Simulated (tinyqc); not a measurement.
# Band bending at a free surface with a continuum of surface states, surface photovoltage and Kelvin probe: what changes with what

n-type bulk, xi = Ec - EF = Vt ln(Nc/Nd), p0 = ni^2/Nd, ni = sqrt(Nc Nv) exp(-Eg/(2 Vt)), Eg in volts. b is the upward band bending, u = b/Vt. Space charge per area, in units of q: Qc = sign(b) sqrt((2 eps0 eps_r Vt/q) [(Nd + dn)(exp(-u) - 1) + Nd u + (p0 + dn)(exp(u) - 1)]), with dn the excess density under light (flat quasi-Fermi levels; 0 in the dark). The states hold -Ds (E0 - xi - b): negative while the Fermi level lies above the neutrality level. Neutrality: Qc + Qf + (charge of the states) = 0.

Values chosen for this exercise; band and dielectric values close to those of 4H silicon carbide:
- T = 300 K (temperature)
- Eg = 3.22 eV (band gap)
- eps_r = 9.79 (relative permittivity)
- Nc = 1.69e19 cm^-3 (conduction-band density of states at T)
- Nv = 2.49e19 cm^-3 (valence-band density of states at T)
- chi = 3.59 eV (electron affinity)
- Nd = 1.2e16 cm^-3 (donor density)
- Qf = 0 cm^-2 (fixed positive charge at the surface)
- pt = 4.97 eV (work function of the probe tip)
- Ds = 6.4e12 cm^-2 eV^-1 (density of surface states)
- E0 = 0.54 eV (depth of their neutrality level below the conduction edge)

Constants: q = 1.602176634e-19 C, kB = 1.380649e-23 J/K, Vt = kB T/q, eps0 = 8.8541878128e-14 F/cm where lengths are in cm. Results are converted to the units shown.

Each table varies one quantity; the others keep the values above.

## Pinning by the surface states

b solves the neutrality condition in the dark.

Result of one run:
```
Ds (cm^-2 eV^-1)    b (V)  xi + b (eV)  Qc (cm^-2)
1.1e13            0.33437      0.52180   2.0015e11
```

What becomes of these results when the density of surface states Ds is changed from 1.1e13 to 2.4e10 cm^-2 eV^-1, all else the same?

Result of the changed run:
```
Ds (cm^-2 eV^-1)      b (V)  xi + b (eV)  Qc (cm^-2)
2.4e10            0.0054415      0.19287    8.3311e9
```

The whole series:
```
Ds (cm^-2 eV^-1)      b (V)  xi + b (eV)  Qc (cm^-2)
2.4e10            0.0054415      0.19287    8.3311e9
6.7e10             0.015680      0.20311   2.2572e10
1.8e11             0.044920      0.23235   5.5377e10
5.1e11              0.12731      0.31474   1.1488e11
1.4e12              0.23489      0.42232   1.6475e11
3.9e12              0.30385      0.49128   1.8999e11
1.1e13              0.33437      0.52180   2.0015e11
2.9e13              0.34554      0.53297   2.0374e11
8.1e13              0.35004      0.53747   2.0517e11
```

b rises from 0.00544 to 0.350 V. The Fermi level moves towards E0 = 0.54 eV and is within 2.53 meV of it in the last row; it is half-way there at the Ds that solves Ds b = Qc(b) + Qf with b = (E0 - xi)/2, 7.93e11 cm^-2 eV^-1.

## Kelvin-probe contrast of the doping

Same model as above.

Work function chi + xi + b; contact potential difference CPD = (work function of the sample) - pt.

Kelvin-probe contrast of the doping:
```
Nd (cm^-3)  xi (eV)   b (V)  CPD (mV)
9.5e13       0.3125  0.2252    -842.2
3.8e14       0.2767  0.2585    -844.8
1.5e15       0.2412  0.2886    -850.2
6.2e15       0.2045  0.3138    -861.7
2.5e16       0.1685  0.3270    -884.6
1e17         0.1326  0.3193    -928.1
4e17        0.09678  0.2795     -1004
1.6e18      0.06094  0.2044     -1115
```

xi falls by 252 mV over the table and the CPD by 272 mV; b goes from 0.225 through a maximum of 0.327 (at Nd = 2.5e16 cm^-3 among the rows listed) to 0.204 V. Between the first two rows the CPD follows 7.24 % of the change of xi, and between the last two 310 %. It is below 100 % where b rises with the doping (pinning hides it). It exceeds 100 % where b falls as the doping rises.

Numbers from tinyqc (`OMP_NUM_THREADS=1 python tinyqc.py 2430108 2430109 out.jsonl`; about 0.01 s on one thread of a shared Intel Xeon 2.30GHz).
